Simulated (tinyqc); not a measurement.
Rigid-ion and shell models of the dielectric response of an ionic crystal: one step, computed by the program tinyqc.

Charges +Z and -Z; 6 nearest neighbours, Madelung constant M = 1.747565, volume per ion pair Omega = 2.000000 d^3. Energy per pair U = -M Z^2 e2/d + 6 A exp(-d/rho), e2 = e^2/(4 pi eps_0). In the shell model the anion is a core of charge Y - Z and a massless shell of charge -Y, joined by the spring k; the repulsion acts on the shell. Each ion feels the Lorentz field E + (4 pi/3) P (Gaussian units).

Task: Shell model: electronic response. Eliminating the shell gives the anion polarisability alpha_- = Y^2 e2/(k + R), the Szigeti charge Z_S = Z - Y R/(k + R) and the softened spring R' = k R/(k + R). With b = 4 pi (alpha_+ + alpha_-)/(3 Omega): eps_inf = (1 + 2b)/(1 - b) (Clausius-Mossotti); Born charge Z* = Z_S (eps_inf + 2)/3.

Inputs (values chosen for the exercise, for a model crystal):
```
quantity                       value           unit
ionic charge Z                     1              e
shell charge size Y             1.95              e
core-shell spring k             10.4  eV/angstrom^2
cation polarisability alpha_+    1.8     angstrom^3
```

Structure: rock salt.

repulsive spring R = 2.119916 eV/angstrom^2

volume Omega = 71.22258 angstrom^3

Constants: e^2/(4 pi eps_0) = 14.39964548 eV angstrom.

Give: anion polarisability alpha_-; Szigeti charge Z_S; softened spring R'; b; eps_inf; Born charge Z*.

Result:

anion polarisability alpha_- = 4.373 angstrom^3

Szigeti charge Z_S = 0.6698 e

softened spring R' = 1.761 eV/angstrom^2

b = 0.3631

eps_inf = 2.710

Born charge Z* = 1.052 e

Overlap pushes the shell back and lowers the effective charge to 67 % of Z; the local field then raises the Born charge to 105 % of Z.
